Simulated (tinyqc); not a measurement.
# Scattering of inversion-layer electrons by surface optical phonons of the gate insulator (remote phonon scattering), step by step

A worked calculation. Computed by tinyqc, a small Python program that keeps every step. Command: `OMP_NUM_THREADS=1 python tinyqc.py 3114315 3114316 out.jsonl sophonon walk`. One thread of a shared host (Intel(R) Xeon(R) Processor @ 2.30GHz), about 0.02 s of CPU time with the checks. Intermediate numbers are printed to about 6 digits and carried at full precision; extremes and crossings named in words are read from the listed rows.

One subband with the Fang-Howard envelope; insulator and channel are half-spaces, the gate is far away, and an interlayer only moves the polar surface away by t (its own modes and its permittivity contrast are left out).

Inputs (values chosen for the exercise, modelled on AlN on In0.53Ga0.47As):
```
quantity                                   value        unit
static constant of the insulator eps_0s     8.96           -
intermediate constant eps_i                 7.44           -
optical constant eps_inf                    4.74           -
hbar omega_TO1                              80.6         meV
hbar omega_TO2                              87.9         meV
constant of the channel eps_s               13.9           -
in-plane mass m                           0.0445         m_0
valleys g_v                                    1           -
sheet density n                          2.8e+12      1/cm^2
mean distance of the electrons z0 = 3/b      3.8          nm
interlayer thickness t                         0          nm
temperature T                                250           K
electron energy E                             40         meV
mobility from other processes               3780  cm^2/(V s)
```

Screening by the channel electrons: static.

Constants: k_B = 8.617333262e-05 eV/K; hbar^2/(2 m_0) = 3.80998212 eV angstrom^2; e^2/(4 pi eps_0) = 14.39964548 eV angstrom; hbar = 6.582119569e-16 eV s; e = 1.602176634e-19 C; m_0 = 9.1093837015e-31 kg.

## Surface modes and strengths

eps(w) = eps_inf + (eps_0s - eps_i) w1^2/(w1^2 - w^2) + (eps_i - eps_inf) w2^2/(w2^2 - w^2). Surface modes solve eps(w) + eps_s = 0, a quadratic in w^2; the strength of a mode is g = 2/(w d eps/dw). Occupation N = 1/(exp(hbar w/(k_B T)) - 1).

hbar omega_SO (meV): 1 82.1218, 2 95.5389

strengths g: 1 0.00081189, 2 0.00909165

occupations N: 1 0.0226050, 2 0.0120005

hbar omega g (2 N + 1) (meV): 1 0.069688, 2 0.889454

The upper mode has the larger hbar omega g N, the prefactor of absorption before the dependence on q: 0.00151 and 0.0104 meV.

## The electron gas

Density of states D = g_v m/(pi hbar^2); eta = E_F/(k_B T) = ln(exp(n/(D k_B T)) - 1); screening wave number q_s = e^2 D/(2 eps_0 eps_avg) x 1/(1 + exp(-eta)), eps_avg = (eps_s + eps_inf)/2; b = 3/z0.

D = 1.85891e+13 1/(eV cm^2)

eta = 6.99086

q_s = 0.180291 1/nm

b = 0.789474 1/nm

Caution: E_F is high enough for upper subbands or non-parabolicity, left out here, to matter.

## Squared matrix elements

For a mode of strength g, without the occupation factor, Area x |M(q)|^2 = e^2 hbar w g/(2 eps_0 q) x (b/(b + q))^6 exp(-2 q t) / (1 + (q_s/q) H(q))^2, H = (1 + 9 x/8 + 3 x^2/8)/(1 + x)^3, x = q/b.

Area x |M|^2 (meV^2 nm^2):
```
q (1/nm)  (b/(b + q))^6  exp(-2 q t)   mode 1   mode 2
0.05           0.691805            1  469.273  6113.55
0.10           0.488908            1  492.202  6412.26
0.20           0.257989            1  304.195  3962.96
0.30           0.144786            1  162.424  2116.02
0.50           0.052669            1   47.702   621.45
0.80           0.015014            1    9.894   128.89
1.20           0.003905            1    1.837    23.94
```

## Rates at the energy E

Approximate momentum relaxation rate, taking tau v alike in the initial and final states: 1/tau = (m/(2 pi hbar^3)) sum over modes and over absorption (N, E' = E + hbar w) and emission (N + 1, E' = E - hbar w > 0) of [(1 - f(E'))/(1 - f(E))] int_0^(2 pi) Area |M(q)|^2 (1 - cos theta) d theta, q^2 = k^2 + k'^2 - 2 k k' cos theta, f the Fermi function; 48 midpoints in theta from 0 to pi.

rates (1/ps): mode 1 absorption 0.038931, mode 1 emission 0.000000, mode 2 absorption 0.381414, mode 2 emission 0.000000

tau at E = 2379.00 fs

## Mobility

mu = (e/m) int tau E f (1 - f) dE/(k_B T int f dE), by 300 midpoints from 0 to (max(eta, 0) + 14) k_B T; Matthiessen sum with the other processes.

remote-phonon mobility = 1.60748e+06 cm^2/(V s)

total mobility = 3771.13 cm^2/(V s)

loss of mobility = 0.234599 %

Caution: a relaxation time is only an approximation for inelastic scattering, and static or no screening brackets the true dynamic screening only roughly.

## What an interlayer buys

The formulas are those given above.

Against the interlayer thickness:
```
t (nm)  remote-phonon mobility (cm^2/(V s))  total (cm^2/(V s))
0.0                             1.60748e+06             3771.13
0.3                             2.17981e+06             3773.46
0.6                             2.91828e+06             3775.11
1.0                             4.22380e+06             3776.62
1.5                             6.51199e+06             3777.81
2.0                             9.74450e+06             3778.53
3.0                             2.02055e+07             3779.29
```

1 nm of interlayer raises the remote-phonon mobility by a factor 2.63, as exp(2 q t) with an effective q of 0.48 per nm; between 2 and 3 nm the effective q is 0.36. The total goes from 3770 to 3780 over the first nanometre.

Checks made by the program: sum of strengths against 1/(eps_s + eps_inf) - 1/(eps_s + eps_0s) (relative difference below 1e-10).
